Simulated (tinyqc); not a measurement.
A double barrier with mass mismatch, transfer matrices: one step of the calculation.

One electron of energy E comes from the left lead (band edge 0); no transverse momentum. Parabolic bands, masses in units of m0, C = hbar^2/(2 m0); psi and psi'/m are continuous at every interface. Barrier d1, well Lw, barrier d2; the right lead equals the left one.

Problem. Matrices of the layers. For the pair (psi, psi'/m) a flat layer has M = [[cos kd, (m/k) sin kd], [-(k/m) sin kd, cos kd]] with k = sqrt(m (E - U)/C) above its edge U, and M = [[cosh Kd, (m/K) sinh Kd], [(K/m) sinh Kd, cosh Kd]] with K = sqrt(m (U - E)/C) below it. M12 is in nm, M21 in 1/nm.

Values chosen for this exercise; masses and offsets of a made-up heterostructure:
- mL = 0.032 m0 (mass in the left lead)
- U1 = 1.6 eV (barrier height)
- m1 = 0.16 m0 (barrier mass)
- d1 = 0.9 nm (width of the first barrier)
- Lw = 2.7 nm (well width (edge 0, mass mL))
- d2 = 1.1 nm (width of the second barrier)
- E = 0.388 eV (electron energy)

Constants: q = 1.602176634e-19 C, hbar = 1.054571817e-34 J s, m0 = 9.1093837015e-31 kg, hbar^2/(2 m0) = 0.0380998212 eV nm^2. Results are converted to the units shown.

Wanted: M of layer 1; M of layer 2; M of layer 3.

Solution.

M of layer 1:
```
        1        2
1  3.8744  0.26546
2  52.779   3.8744
```

M of layer 2:
```
          1         2
1  0.029471  0.056031
2   -17.832  0.029471
```

M of layer 3:
```
        1        2
1  6.0224  0.42118
2  83.739   6.0224
```

Range of the model: Masses are held fixed, although real bands cease to be parabolic a few tenths of an eV from their edges (inside a barrier too).

Numbers from tinyqc (`OMP_NUM_THREADS=1 python tinyqc.py 2560118 2560119 out.jsonl`; about 0.01 s on one thread of a shared Intel Xeon 2.30GHz).
